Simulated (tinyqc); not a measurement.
Geometry relaxation of a small cluster: one step, computed by the program tinyqc.

E = sum_i {sum_j A exp(-p (r_ij/r0 - 1)) - xi sqrt(rho_i)}, rho_i = sum_j exp(-2 q (r_ij/r0 - 1)); the force on i is -sum_j w_ij (R_i - R_j)/r_ij with w_ij = -(2p/r0) A exp(-p (r_ij/r0 - 1)) + (xi q/r0) exp(-2 q (r_ij/r0 - 1)) (rho_i^(-1/2) + rho_j^(-1/2)).

Problem. Energy and forces at the start. Evaluate E and the forces at the starting positions.

Inputs (values chosen for the exercise, for model atoms): length r0 = 2.73 angstrom; repulsion A = 0.096 eV; hopping xi = 1.28 eV; decay p = 11.4; decay q = 2.96.

Potential: Gupta. Method: BFGS.

starting positions (angstrom), rows atom 1, atom 2, atom 3, columns x, y, z:
```
[[-0.02, -0.07, 0.07],
 [2.5, 0.06, 0.19],
 [1.23, 2.12, 0]]
```

Give: distances; energy at the start; forces.

Solution.

distances (angstrom): 1-2 2.5262, 1-3 2.5226, 2-3 2.4275

energy at the start = -5.4587 eV

forces (eV/angstrom), rows atom 1, atom 2, atom 3, columns x, y, z:
```
[[0.74184, 0.45024, 0.01022],
 [-0.51411, -0.00216, -0.02597],
 [-0.22773, -0.44808, 0.01574]]
```
